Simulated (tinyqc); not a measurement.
# Planar ballistic transistor, top-of-the-barrier model: effect of the temperature

At the top of the source barrier, states moving towards the drain are filled by the source (Fermi level 0) and states moving back by the drain (Fermi level -q Vd); nothing scatters. U is the shift of the band edge there, set by the capacitances CG, CD and CS (the total) and by the charge. Parabolic two-dimensional band; the source is grounded.

N0 = gv m kB T/(pi hbar^2), CG = eps0 eox/tox, vT = sqrt(2 kB T/(pi m)), CS = CG/aG, n0 = n at U = 0 and Vd = 0. eta1 = -(E0 + U)/Vt, eta2 = eta1 - Vd/Vt, n = (N0/2)[F_0(eta1) + F_0(eta2)], F_0(x) = ln(1 + exp x). U = UL + q (n - n0)/CS with UL = -(aG Vg + aD Vd), energies in eV. I = q (N0/2) vT [F_(1/2)(eta1) - F_(1/2)(eta2)] per width, F_(1/2)(x) = (2/sqrt(pi)) int_0^infinity u^(1/2)/(1 + exp(u - x)) du. CQ = (q/Vt) dn/d(eta1). E0 is held fixed.

Values chosen for this exercise; mass and valleys close to those of a monolayer dichalcogenide: effective mass m = 0.498 m0; valley degeneracy gv = 2; relative permittivity of the gate insulator eox = 22; insulator thickness tox = 3.6 nm; gate control CG/CS aG = 0.75; drain control CD/CS aD = 0.076; band edge at the barrier top above the source Fermi level at zero bias E0 = 0.22 eV; gate voltage Vg = 0.6 V; drain voltage Vd = 0.6 V.

Constants: q = 1.602176634e-19 C, kB = 1.380649e-23 J/K, hbar = 1.054571817e-34 J s, m0 = 9.1093837015e-31 kg, Vt = kB T/q, eps0 = 8.8541878128e-14 F/cm where lengths are in cm. Results are converted to the units shown.

Effect of the temperature:

| T (K) | eta1 | n (cm^-2) | I (uA/um) | mean velocity I/(q n) (cm/s) | CQ/CS |
|---|---|---|---|---|---|
| 50 | 11.382 | 1.0202e13 | 1303.5 | 7.9748e6 | 4.6198 |
| 77 | 7.3903 | 1.0202e13 | 1320.7 | 8.0801e6 | 4.6170 |
| 120 | 4.7352 | 1.0205e13 | 1362.6 | 8.3335e6 | 4.5797 |
| 180 | 3.1263 | 1.0227e13 | 1442.4 | 8.8036e6 | 4.4257 |
| 240 | 2.2921 | 1.0276e13 | 1536.6 | 9.3336e6 | 4.1959 |
| 300 | 1.7677 | 1.0354e13 | 1639.0 | 9.8797e6 | 3.9462 |
| 360 | 1.4012 | 1.0464e13 | 1747.4 | 1.0423e7 | 3.7068 |
| 420 | 1.1283 | 1.0606e13 | 1862.0 | 1.0958e7 | 3.4904 |

What does the comparison show?

As T goes from 50 to 420 K, n rises from 1.02e13 to 1.06e13 cm^-2, the mean velocity rises from 7.97e6 to 1.10e7 cm/s and the current rises from 1300 to 1860 uA/um. CQ/CS goes from 4.6 to 3.5.

tinyqc, about 0.01 s, one thread, Intel Xeon 2.30GHz (shared host): `OMP_NUM_THREADS=1 python tinyqc.py 2400097 2400098 out.jsonl`
